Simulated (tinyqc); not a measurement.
Yield per ion against the flux ratio: ion-assisted plasma etching: sheath, surface coverage, synergy and aspect-ratio dependence. Computed by tinyqc, a small Python program. Command: `OMP_NUM_THREADS=1 python tinyqc.py 3028908 3028909 out.jsonl etch walk`. One thread of a shared host (Intel(R) Xeon(R) Processor @ 2.30GHz), about 0.07 s of CPU time with the checks.

Radicals adsorb on bare sites; ions remove covered sites with a high yield and bare sites by sputtering; a slow spontaneous reaction acts everywhere, walls included.

Inputs (values chosen for the exercise, close to those used for silicon dioxide in a fluorocarbon plasma): plasma density n_e = 3.7e+11 1/cm^3; electron temperature T_e = 2.3 eV; ion mass M_i = 69 u; sheath voltage V = 270 V; radical density n = 1.6e+14 1/cm^3; radical mass M_n = 19 u; gas temperature T_g = 400 K; sticking coefficient s = 0.79; radicals per removed unit x = 3; yield slope b = 0.27 eV^(-1/2); threshold E_th = 6.6 eV; sputter slope b_p = 0.016 eV^(-1/2); sputter threshold E_p = 39 eV; spontaneous reaction probability k_c = 2.2e-06; solid density N = 2.2e+22 1/cm^3; ion temperature T_i = 0.47 eV.

Feature: long trench.

Constants: e = 1.602176634e-19 C; u = 1.6605390666e-27 kg; k_B = 1.380649e-23 J/K; eps_0 = 8.8541878128e-12 F/m.

Method:
- Bohm speed u_B = sqrt(e T_e/M_i); ion flux G_i = 0.61 n_e u_B; radical flux G_n = n c/4 with c = sqrt(8 k_B T_g/(pi M_n)).
- Debye length lambda_D = sqrt(eps_0 T_e/(e n_s)) with n_s = 0.61 n_e, T_e in volts; Child-law sheath d = (sqrt2/3) lambda_D (2 V/T_e)^(3/4); ion energy E = V + T_e/2; angular spread = arctan(sqrt(T_i/E)).
- Yields: Y = b (sqrt(E) - sqrt(E_th)) on covered sites, Y_p = b_p (sqrt(E) - sqrt(E_p)) on bare ones (zero below threshold).
- Steady coverage: s G_n (1 - theta) = x Y G_i theta; removal flux = Y G_i theta + Y_p G_i (1 - theta) + k_c G_n; rate = flux/N, 1 cm/s = 6e8 nm/min.
- The ion flux is fixed and the radical flux set by the ratio; the removal per ion is the removal flux over G_i.

yield Y = 3.75235

sputter yield Y_p = 0.163546

ion flux G_i = 4.04764e+16 1/(cm^2 s)

Open field:
```
G_n/G_i    theta  rate (nm/min)  removal per ion
0.3      0.02062          262.2           0.2375
1        0.06558          440.3           0.3989
3        0.17392          869.6           0.7877
10       0.41238         1814.3           1.6435
30       0.67797         2866.5           2.5967
100      0.87528         3648.4           3.3050
300      0.95466         3963.3           3.5903
1000     0.98595         4089.0           3.7041
3000     0.99527         4130.8           3.7420
```

Coverage reaches one half at G_n/G_i = x Y/s = 14.2. Below that the ion-assisted part follows the radical flux, on top of the sputter floor Y_p = 0.164; above it the ion-assisted part saturates at Y = 3.75 per ion.
